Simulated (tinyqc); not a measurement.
# Worked calculation: carrier lifetime of a p-type layer with SRH, radiative, Auger and surface recombination

Numbers from tinyqc (`OMP_NUM_THREADS=1 python tinyqc.py 2300011 2300012 out.jsonl`; about 0.01 s on one thread of a shared Intel Xeon 2.30GHz). Printed values are rounded.

Uniform excess density dn = dp (no trapping), n = n0 + dn, p = p0 + dn, Boltzmann statistics, full ionisation. Surfaces enter as a rate 2 S dn/d, which holds while diffusion to them is fast.

Inputs (values chosen for the exercise); band and dielectric values close to those of indium phosphide: temperature T = 400 K; band gap Eg = 1.33 eV; conduction-band density of states at T Nc = 8.61e17 cm^-3; valence-band density of states at T Nv = 1.71e19 cm^-3; radiative coefficient B = 1.19e-10 cm^3/s; acceptor density N = 1.7e15 cm^-3; Auger coefficient (two electrons) Cn = 2.1e-30 cm^6/s; Auger coefficient (two holes) Cp = 3.1e-30 cm^6/s; trap density Nt = 4.7e12 cm^-3; capture cross-section for electrons sn = 1e-14 cm^2; capture cross-section for holes sp = 1e-17 cm^2; thermal velocity (both carriers) vth = 1.2e7 cm/s; trap level below the conduction band Et = 0.51 eV; surface recombination velocity (both faces) S = 3 cm/s; sample thickness d = 30 um; generation rate G = 6e19 cm^-3 s^-1.

Constants: q = 1.602176634e-19 C, kB = 1.380649e-23 J/K, Vt = kB T/q. Results are converted to the units shown.

## Equilibrium densities and SRH constants

ni = sqrt(Nc Nv) exp(-Eg/(2 Vt)), Eg in volts; majority density N/2 + sqrt(N^2/4 + ni^2), n0 p0 = ni^2; n1 = Nc exp(-Et/Vt), p1 = Nv exp((Et - Eg)/Vt); tn0 = 1/(sn vth Nt), tp0 = 1/(sp vth Nt).

ni = 1.604606e10 cm^-3
n0 = 1.514565e5 cm^-3
p0 = 1.700000e15 cm^-3
n1 = 3.230621e11 cm^-3
p1 = 7.969863e8 cm^-3
tn0 = 1.773050e-6 s
tp0 = 0.001773050 s

## Starting value

dn = 5e13 cm^-3.

dn at the start = 5e13 cm^-3

## Iteration 1: new dn

With e = n p - ni^2 = dn (n0 + p0 + dn): U_SRH = e/(tp0 (n + n1) + tn0 (p + p1)), U_rad = B e, U_Aug = (Cn n + Cp p) e, U_s = 2 S dn/d. Newton step on ln U(ln dn) = ln G, U the sum: k = d ln U/d ln dn (central difference over factors 1.0001), dn(new) = dn (G/U)^(1/k).

U_SRH = 9.477069e17 cm^-3 s^-1
U_rad = 1.041250e19 cm^-3 s^-1
U_Aug = 4.838750e14 cm^-3 s^-1
U_s = 1e17 cm^-3 s^-1
k = 0.9488448
dn after iteration 1 = 2.862008e14 cm^-3

## Iteration 2: new dn

As before.

U_SRH = 1.111251e18 cm^-3 s^-1
U_rad = 6.764581e19 cm^-3 s^-1
U_Aug = 3.841739e15 cm^-3 s^-1
U_s = 5.724016e17 cm^-3 s^-1
k = 1.127002
dn after iteration 2 = 2.517422e14 cm^-3

## Iteration 3: new dn

As before.

U_SRH = 1.090925e18 cm^-3 s^-1
U_rad = 5.846897e19 cm^-3 s^-1
U_Aug = 3.232528e15 cm^-3 s^-1
U_s = 5.034844e17 cm^-3 s^-1
k = 1.109896
dn after iteration 3 = 2.514907e14 cm^-3

## Course of the iteration

Stop when the step is below 1e-10 of the value, or after 40 iterations.

Course of the iteration:

| iteration | dn before the step (cm^-3) | step (cm^-3) |
|---|---|---|
| 1 | 5e13 | 2.36e14 |
| 2 | 2.862008e14 | -3.45e13 |
| 3 | 2.517422e14 | -2.52e11 |
| 4 | 2.514907e14 | -1.46e7 |
| 5 | 2.514906e14 | < 1e2 |

Converged in 5 iterations.

## Lifetime, shares and quasi-Fermi splitting

converged dn = 2.514906e14 cm^-3

With e = n p - ni^2 = dn (n0 + p0 + dn): U_SRH = e/(tp0 (n + n1) + tn0 (p + p1)), U_rad = B e, U_Aug = (Cn n + Cp p) e, U_s = 2 S dn/d. tau = dn/U, shares of U, splitting Vt ln(n p/ni^2), radiative efficiency U_rad/U.

tau = 4.191511e-6 s
shares (%): SRH 1.81796, radiative 97.33836, Auger 0.00538, surface 0.83830
quasi-Fermi splitting = 0.7365524 V

Radiative recombination takes the largest share. dn is 0.15 times the doping: intermediate injection.
